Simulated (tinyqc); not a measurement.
Strain-driven crossing of the Gamma and L valleys in a germanium-like crystal: one step. Electrons in the Gamma valley. Three cases, with inputs chosen for the exercise.

Problem. Non-degenerate, parabolic: share = mG^(3/2)/(mG^(3/2) + (mL^(3/2)/4) sum_i exp(-(E_Li - E_Gamma)/kT)). Also the offset at which four equal L valleys hold half of the electrons, kT ln((mL/mG)^(3/2)), and the wavelength hc/E of the direct gap.

Constants: kB = 8.617333262e-05 eV/K; hc = 1239.841984 eV nm.

Give: (mL/mG)^(3/2); share in Gamma; offset for an even split; wavelength.

Case 1.

Values chosen (out of a larger set: near those of Ge, gaps at low temperature; not measured data): mG = 0.0397 m0 (mass at Gamma); mL = 0.544 m0 (density-of-states mass of the four L valleys together); T = 77 K (temperature).

Gamma edge = 0.796105 eV

L edges (eV): [111] 0.822215, [1-1-1] 0.613615, [-11-1] 0.613615, [-1-11] 0.822215

direct and indirect gap (eV): 0.716056  0.533566

Solution.

(mL/mG)^(3/2) = 50.72
share in Gamma = 4.48e-12 %
offset for an even split = 26.1 meV
wavelength = 1731 nm

With the L valleys as they lie here, Gamma must be 21 meV below the lowest of them to hold half of the electrons at 77 K; it lies 182 meV above. A direct gap alone is not enough.

Case 2.

Values chosen (out of a larger set: near those of Ge, gaps at low temperature; not measured data): mG = 0.0424 m0 (mass at Gamma); mL = 0.535 m0 (density-of-states mass of the four L valleys together); T = 300 K (temperature).

Gamma edge = 0.833880 eV

L edges (eV): [111] 0.720024, [1-1-1] 0.720024, [-11-1] 0.720024, [-1-11] 0.720024

direct and indirect gap (eV): 0.799846  0.685990

Solution.

(mL/mG)^(3/2) = 44.82
share in Gamma = 0.0273 %
offset for an even split = 98.3 meV
wavelength = 1550 nm

With the L valleys as they lie here, Gamma must be 98 meV below the lowest of them to hold half of the electrons at 300 K; it lies 114 meV above. A direct gap alone is not enough.

Case 3.

Values chosen (out of a larger set: near those of Ge, gaps at low temperature; not measured data): mG = 0.0429 m0 (mass at Gamma); mL = 0.586 m0 (density-of-states mass of the four L valleys together); T = 300 K (temperature).

Gamma edge = 0.777667 eV

L edges (eV): [111] 0.730063, [1-1-1] 0.730063, [-11-1] 0.730063, [-1-11] 0.730063

direct and indirect gap (eV): 0.692204  0.644600

Solution.

(mL/mG)^(3/2) = 50.48
share in Gamma = 0.313 %
offset for an even split = 101.4 meV
wavelength = 1791 nm

With the L valleys as they lie here, Gamma must be 101 meV below the lowest of them to hold half of the electrons at 300 K; it lies 48 meV above. A direct gap alone is not enough.

Computed by tinyqc, one run a case: `OMP_NUM_THREADS=1 python tinyqc.py N N+1 out.jsonl` with N = 1050032, 1050170, 1050216; one thread of a shared Intel(R) Xeon(R) Processor @ 2.30GHz, about 0.01 s a run at most.
